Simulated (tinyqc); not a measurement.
## MOSFET in the linear regime without short-channel effects, parameter extraction from computed curves: extraction methods against the drawn gate length

Inversion charge Q = Cox n Vt W0(exp((Vg - VT)/(n Vt))), W0 the Lambert function and n = nf; u = Q/Cox; mobility mu = mu0/(1 + th1 u + th2 u^2); channel resistance Rch = (L - dL)/(W mu Q); Id = Vd/(Rch + Rsd/W). Cox = eps0 eox/tox. Small Vd, no channel-length or drain effects.

From the continuous curve Id(Vg): tangent at peak gm (V_ext = Vg - Id/gm); constant current Id = 0.1 uA W/L; peak of d2Id/dVg2; Y = Id/sqrt(gm) drawn through Vg = VT + 0.6 and VT + 0.8 V, with intercept VT_Y and slope s. Mobilities gm,max L/(W Cox Vd) and s^2 L/(W Cox Vd) with the drawn L. Last column: share of Rsd/W in the total resistance at VT + 0.8 V.

Values chosen for this exercise; channel values of the order met in silicon transistors:
```
symbol  value        unit                                                                 meaning
T         400           K                                                             temperature
eox       3.9              relative permittivity of the gate insulator (close to silicon dioxide)
tox       1.1          nm                                                     insulator thickness
mu0       130  cm^2/(V s)                                                      low-field mobility
th1       0.1         1/V                                       first mobility attenuation factor
th2      0.19       1/V^2                                      second mobility attenuation factor
VT       0.54           V                                                       threshold voltage
nf       1.19                                                                         body factor
W           1          um                                                              gate width
dL      0.003          um                                             drawn less effective length
Rsd       160      ohm um                                            source plus drain resistance
Vd       0.01           V                                                           drain voltage
```

Constants: q = 1.602176634e-19 C, kB = 1.380649e-23 J/K, Vt = kB T/q, eps0 = 8.8541878128e-14 F/cm where lengths are in cm. Results are converted to the units shown.

Extraction methods against the drawn gate length:
```
L (um),V_ext (V),constant current (V),second derivative (V),VT_Y (V),mobility from gm (cm^2/(V s)),mobility from Y (cm^2/(V s)),series share (%)
0.03,0.502,0.540,0.513,0.630,65.9,156,58.9
0.062,0.519,0.542,0.521,0.630,77.1,148,39.6
0.13,0.533,0.543,0.526,0.630,86.6,144,23.3
0.27,0.544,0.543,0.528,0.630,93.4,142,12.6
0.56,0.551,0.543,0.529,0.630,97.7,141,6.48
1.2,0.555,0.543,0.530,0.630,100,141,3.13
2.4,0.557,0.544,0.530,0.630,101,141,1.59
5,0.558,0.544,0.530,0.630,102,141,0.767
```

The model has VT = 0.54 V and mu0 = 130 cm^2/(V s). Over the table the extracted thresholds move by 56 mV (tangent), 3.3 mV (constant current), 17 mV (second derivative), under 0.5 mV (Y function). The mobility from gm rises from 65.9 to 102 and that from Y falls from 156 to 141 cm^2/(V s).

tinyqc, about 0.01 s, one thread, Intel Xeon 2.30GHz (shared host): `OMP_NUM_THREADS=1 python tinyqc.py 2210073 2210074 out.jsonl`
